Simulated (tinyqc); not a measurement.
Chemical vapour deposition: Grove model, boundary layer, depletion and step coverage: one step, computed by the program tinyqc. Command: `OMP_NUM_THREADS=1 python tinyqc.py 3004236 3004237 out.jsonl cvd walk`. One thread of a shared host (Intel(R) Xeon(R) Processor @ 2.30GHz), about 0.01 s of CPU time with the checks.

A precursor diffuses to the surface and reacts there at first order; each molecule that reacts adds one formula unit of film.

Question. Depletion along the susceptor. Plug flow: U b dC/dx = -k_eff C with k_eff = k_s h_g/(k_s + h_g), so C falls as exp(-k_eff x/(U b)); the used share of the precursor is 1 - C(L)/C(0).

Inputs (values chosen for the exercise, close to those used for tungsten from its fluoride):
```
quantity            value  unit
temperature T         370     C
gas velocity U         11  cm/s
susceptor length L     15    cm
channel height b      5.7    cm
```

Reactor: horizontal, reduced pressure.

surface rate constant k_s = 0.05142137 cm/s

mass-transfer coefficient h_g = 3.507833 cm/s

growth rate G at the inlet = 12.80493 nm/min

Give: k_eff; depletion length; rate at the outlet over rate at the inlet; rate at the outlet.

Answer.

k_eff = 0.05068 cm/s

depletion length = 1237 cm

rate at the outlet over rate at the inlet = 0.9879

rate at the outlet = 12.65 nm/min

1.2 % of the precursor is used.
